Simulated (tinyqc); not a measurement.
Changing the antiferromagnetic coupling J1: two coupled magnetic layers: synthetic antiferromagnet, spin flop, exchange bias and magnetoresistance. Computed by tinyqc, a small Python program. Command: `OMP_NUM_THREADS=1 python tinyqc.py 3011733 3011734 out.jsonl saf sweep`. One thread of a shared host (Intel(R) Xeon(R) Processor @ 2.30GHz), about 0.4 s of CPU time with the checks.

Moments lie in the plane at the angles p1, p2 from the field. Energy per area: E = J1 cos(p1 - p2) + J2 cos^2(p1 - p2) - B M_s (t1 cos p1 + t2 cos p2) + K (t1 sin^2 p1 + t2 sin^2 p2).

Inputs (values chosen for the exercise, for a model stack):

| quantity | value | unit |
|---|---|---|
| saturation magnetisation M_s | 1310 | kA/m |
| thickness t1 | 1.8 | nm |
| thickness t2 | 1.8 | nm |
| biquadratic coupling J2 | 0 | mJ/m^2 |
| in-plane anisotropy K | 1.9 | kJ/m^3 |
| field over the saturation field | 0.72 | - |

Field direction: along the easy axis.

Method. The parallel state is stable while the Hessian at p1 = p2 = 0 is positive: with c = J1 + 2 J2 and u = B M_s + 2K, (u t1 - c)(u t2 - c) > c^2, so B_sat M_s = c (1/t1 + 1/t2) - 2K. B_K = 2K/M_s. With p1 = 0, p2 = 180 degrees and c2 = J1 - 2 J2 the Hessian is [[c2 + t1 (2K + b), -c2], [-c2, c2 + t2 (2K - b)]], b = B M_s; its determinant vanishes at the positive root of t1 t2 b^2 - c2 (t1 - t2) b - [2K c2 (t1 + t2) + 4 K^2 t1 t2] = 0.

One run for each value:

| antiferromagnetic coupling J1 (mJ/m^2) | saturation field B_sat (mT) | stability limit B_sf of the antiparallel state (mT) |
|---|---|---|
| 0.050 | 39.5 | 11.464 |
| 0.085 | 69.2 | 14.749 |
| 0.140 | 115.8 | 18.785 |
| 0.240 | 200.7 | 24.472 |
| 0.410 | 344.9 | 31.893 |
| 0.700 | 590.8 | 41.601 |
| 1.200 | 1014.9 | 54.414 |
| 2.000 | 1693.5 | 70.208 |

What does the table show, and why?

Over the rows, saturation field B_sat (mT) rises from 39.5 to 1690 (exponent d ln y / d ln x 1.1 between the first rows and 1.0 between the last); stability limit B_sf of the antiparallel state (mT) rises from 11.5 to 70.2 (exponent d ln y / d ln x about 0.49 throughout). The exponent of saturation field B_sat stays between 1.00 and 1.06, near 1: coupling rules over anisotropy. The exponent of stability limit B_sf of the antiparallel state stays between 0.47 and 0.50, near 0.50: the geometric mean of coupling and anisotropy.

Extremes, crossings and ranges named in words are read from the listed rows.
